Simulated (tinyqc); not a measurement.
Classical nucleation, growth and JMAK kinetics of crystallisation from a melt or glass. Inputs raised by 2 %, one at a time. Computed by tinyqc, a small Python program. Command: `OMP_NUM_THREADS=1 python tinyqc.py 3001634 3001635 out.jsonl nucl sens`. One thread of a shared host (Intel(R) Xeon(R) Processor @ 2.30GHz), about 0.02 s of CPU time with the checks.

A spherical nucleus cap on a flat wall with a sharp interface of isotropic energy gamma; lambda = Omega^(1/3) is the jump distance.

Inputs (values chosen for the exercise, for a model substance):
```
quantity                        value        unit
melting point T_m                 780           K
heat of melting per volume H     1160      J/cm^3
interface energy gamma          0.121       J/m^2
atomic volume Omega              27.7  angstrom^3
temperature T                     465           K
diffusion prefactor D0        1.5e-07       m^2/s
activation energy Q              1.43          eV
contact angle theta                45     degrees
wall area per volume S_v        43000         1/m
time t                        3.4e-06           s
```

Nucleation: on a flat wall. Driving force: Thompson-Spaepen.

Constants: e = 1.602176634e-19 C; k_B = 1.380649e-23 J/K; k_B = 8.617333262e-05 eV/K.

Method:
- Driving force per volume: dG = H [(T_m - T)/T_m] [2 T/(T_m + T)].
- Shape factor f = (2 + cos theta)(1 - cos theta)^2/4.
- W(r) = f [4 pi r^2 gamma - (4/3) pi r^3 dG]; r* = 2 gamma/dG; W* = f 16 pi gamma^3/(3 dG^2); n* = f (4/3) pi r*^3/Omega.
- D = D0 exp(-Q/(k_B T)); attachment rate k+ = (A*/lambda^2) D/lambda^2 with A* = 2 pi r*^2 (1 - cos theta); Zeldovich factor Z = sqrt(W*/(3 pi k_B T))/n*; sites per volume N = S_v/lambda^2; I = N Z k+ exp(-W*/(k_B T)); lag time = 1/(4 pi Z^2 k+).
- Growth (Wilson-Frenkel): u = (D/lambda) [1 - exp(-dG Omega/(k_B T))].
- D = D0 exp(-Q/(k_B T)).
- JMAK with steady nucleation and growth, nuclei spread at random: extended fraction X_e = (pi/3) I u^3 t^4, X = 1 - exp(-X_e); t_X = [-3 ln(1 - X)/(pi I u^3)]^(1/4); final grains per volume = Gamma(5/4) (3/pi)^(1/4) (I/u)^(3/4), Gamma(5/4) = 0.9064024771. Grain size = (grains per volume)^(-1/3).

Runs:
```
input moved                        from        to  critical radius r* (nm)  barrier W* (eV)  half time t_0.5 (s)  grain size (micrometre)
base run                              -         -                  0.69156         0.087838           5.3627e+04                0.0075550
melting point T_m (K)               780     795.6                  0.68052         0.085058           5.2435e+04                0.0074378
interface energy gamma (J/m^2)    0.121   0.12342                  0.70539         0.093215           5.5319e+04                0.0077934
temperature T (K)                   465     474.3                  0.70384         0.090987           2.7262e+04                0.0076074
diffusion prefactor D0 (m^2/s)  1.5e-07  1.53e-07                  0.69156         0.087838           5.2575e+04                0.0075550
activation energy Q (eV)           1.43    1.4586                  0.69156         0.087838           1.0948e+05                0.0075550
contact angle theta (degrees)        45      45.9                  0.69156         0.094289           5.5800e+04                0.0078612
wall area per volume S_v (1/m)    43000     43860                  0.69156         0.087838           5.3362e+04                0.0075177
```

Exponents ln(y'/y) / ln(x'/x):
```
input                     critical radius r*  barrier W*  half time t_0.5  grain size
melting point T_m                     -0.812      -1.624           -1.135      -0.790
interface energy gamma                 1.000       3.000            1.569       1.569
temperature T                          0.889       1.778          -34.164       0.349
diffusion prefactor D0                 0.000       0.000           -1.000       0.000
activation energy Q                    0.000       0.000           36.043       0.000
contact angle theta                    0.000       3.579            2.006       2.006
wall area per volume S_v               0.000       0.000           -0.250      -0.250
```

To which inputs is each result most sensitive?

Among the inputs moved here: critical radius r* answers most in size to interface energy gamma (exponent +1.000), next to temperature T (+0.889); its exponent is below 0.0005 for diffusion prefactor D0, activation energy Q, contact angle theta, wall area per volume S_v. Its exponent +1.000 in interface energy gamma: r* = 2 gamma/dG. barrier W* answers most in size to contact angle theta (exponent +3.579), next to interface energy gamma (+3.000); its exponent is below 0.0005 for diffusion prefactor D0, activation energy Q, wall area per volume S_v. Its exponent +3.000 in interface energy gamma: W* goes as gamma^3. Half time t_0.5 answers most in size to activation energy Q (exponent +36.043), next to temperature T (-34.164). Its exponent -1.000 in diffusion prefactor D0: I and u both scale with D, and t goes as (I u^3)^(-1/4). Its exponent -0.250 in wall area per volume S_v: t goes as I^(-1/4). Grain size answers most in size to contact angle theta (exponent +2.006), next to interface energy gamma (+1.569); its exponent is below 0.0005 for diffusion prefactor D0, activation energy Q. Its exponent 0.000 in diffusion prefactor D0: D cancels in u/I. Its exponent 0.000 in activation energy Q: D cancels in u/I.

Caution (all rows): with under 20 atoms in the nucleus or a barrier under 10 k_B T the capillary model is only a guide. Caution (all rows): grains come out smaller than the spacing of the walls, so nuclei are not spread at random as JMAK assumes.
